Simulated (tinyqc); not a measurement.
# AlGaN/GaN HEMT with access regions, lumped model: effects of single changes

A polarisation-induced electron sheet under a Schottky gate, in series with two ungated access regions and contacts. Drift law v = mu E/(1 + mu E/vs) under the gate. Currents in mA/mm, resistances in ohm mm. No self-heating, no channel-length modulation; fits for polarisation, barrier and offset are chosen for the exercise.

Inputs (values chosen for the exercise); values close to those of AlGaN/GaN structures:
- x = 0.18 (aluminium share of the barrier)
- d = 12 nm (barrier thickness)
- eps_r = 9.5 (relative permittivity of barrier and channel)
- mu = 1500 cm^2/(V s) (channel mobility)
- vs = 1e7 cm/s (saturation velocity)
- Lg = 1 um (gate length)
- Ls = 1.5 um (source access length)
- Ld = 8 um (drain access length)
- Rc = 0.31 ohm mm (resistance of each contact)
- ft = 0 (share of the drain-access electrons removed by traps)
- Vg = 1 V (gate voltage)

Constants: q = 1.602176634e-19 C, eps0 = 8.8541878128e-14 F/cm where lengths are in cm. Results are converted to the units shown.

Each table varies one quantity; the others keep the values above.

## Effect of the share of the drain-access electrons removed by traps

sigma = (5e13 x + 1.6e13 x^2) cm^-2, phiB = 0.84 + 1.3 x, dEc = 0.7 (1.71 x + x^2) in volts, Cb = eps0 eps_r/d, VT = phiB - dEc - q sigma/Cb, access density n0 = -Cb VT/q. Access resistance R(L, n) = L/(q mu n sqrt(1 - (I/(q n vs))^2)); Rs = Rc + R(Ls, n0), Rd = Rc + R(Ld, (1 - ft) n0). Vg' = Vg - I Rs, Vd' = Vd - I (Rs + Rd); with u = Vg' - VT, Vc = vs Lg/mu and w the smaller of Vd' and Vc [sqrt(1 + 2 u/Vc) - 1] (0 if negative), the channel gives (mu Cb/Lg)(u w - w^2/2)/(1 + w/Vc). I equals that channel current. Isat is I at Vd = 10 V, gm = dIsat/dVg, Ron the limit of Vd/I at small Vd.

The same in every row: VT (V) = -1.340; n0 (cm^-2) = 5.861e12.

Effect of the share of the drain-access electrons removed by traps:
```
ft	Ron (ohm mm)	Isat (mA/mm)	gm (mS/mm)
0	7.770	470.0	228.1
0.1	8.401	470.0	228.1
0.2	9.190	470.0	228.1
0.3	10.20	470.0	228.1
0.4	11.56	470.0	228.1
0.5	13.45	402.5	5.815
0.6	16.29	324.9	1.780
0.7	21.02	245.2	0.6163
```

What does the comparison show, and why?

As ft goes from 0 to 0.7, Ron rises from 7.77 to 21.0 ohm mm, Isat falls from 470 to 245 mA/mm and gm falls from 228 to 0.616 mS/mm. The ceiling Cb vs is 701 mS/mm. For ft = 0.5 to 0.7 the gated channel is not yet saturated at 10 V, because the access regions take the voltage, and gm drops. In every row Vg comes within 0.2 V of phiB or passes it, so at low drain current, as for Ron, the Schottky gate would conduct.

## Effect of the barrier thickness

Same model as above.

Results:
```
d (nm)	VT (V)	n0 (cm^-2)	Ron (ohm mm)	Isat (mA/mm)	gm (mS/mm)
8	-0.6146	4.033e12	10.81	320.9	216.4
11	-1.158	5.529e12	8.173	439.6	230.5
14	-1.702	6.384e12	7.223	522.4	220.1
18	-2.428	7.080e12	6.619	605.2	200.3
27	-4.059	7.893e12	6.051	732.5	161.6
33	-5.147	8.189e12	5.873	792.3	142.4
```

Estimate the missing row, d = 22 nm.

Computed row:
```
d (nm)	VT (V)	n0 (cm^-2)	Ron (ohm mm)	Isat (mA/mm)	gm (mS/mm)
22	-3.153	7.524e12	6.294	669.2	181.5
```

With this row back in the table: As d goes from 8 to 33 nm, Ron falls from 10.8 to 5.87 ohm mm, Isat rises from 321 to 792 mA/mm and gm goes from 216 through a maximum of 230 (at d = 11 nm among the rows listed) to 142 mS/mm. VT falls from -0.615 to -5.15 V. For d = 14 to 33 nm the power passes 5 W/mm, where self-heating, left out here, lowers the current. In every row Vg comes within 0.2 V of phiB or passes it, so at low drain current, as for Ron, the Schottky gate would conduct.

## Effect of the gate voltage

Same model as above.

The same in every row: VT (V) = -1.340; n0 (cm^-2) = 5.861e12.

Effect of the gate voltage:
```
Vg (V)	Ron (ohm mm)	Isat (mA/mm)	gm (mS/mm)
-0.9	9.527	48.51	168.4
-0.6	8.650	104.6	201.9
-0.2	8.198	190.5	224.7
0.1	8.025	259.3	233.1
0.5	7.881	353.4	236.1
0.8	7.808	423.9	232.9
1.2	7.738	515.0	221.3
1.5	7.699	579.4	207.2
```

What does the table show?

As Vg goes from -0.9 to 1.5 V, Ron falls from 9.53 to 7.70 ohm mm, Isat rises from 48.5 to 579 mA/mm and gm goes from 168 through a maximum of 236 (at Vg = 0.5 V among the rows listed) to 207 mS/mm. The ceiling Cb vs is 701 mS/mm. For Vg = 1.2 to 1.5 V the power passes 5 W/mm, where self-heating, left out here, lowers the current. For Vg = 1.2 to 1.5 V Vg comes within 0.2 V of phiB or passes it, so at low drain current, as for Ron, the Schottky gate would conduct.

Computed by the program tinyqc: `OMP_NUM_THREADS=1 python tinyqc.py 2570092 2570093 out.jsonl`, one thread of a shared Intel Xeon 2.30GHz, about 0.03 s for the whole run.
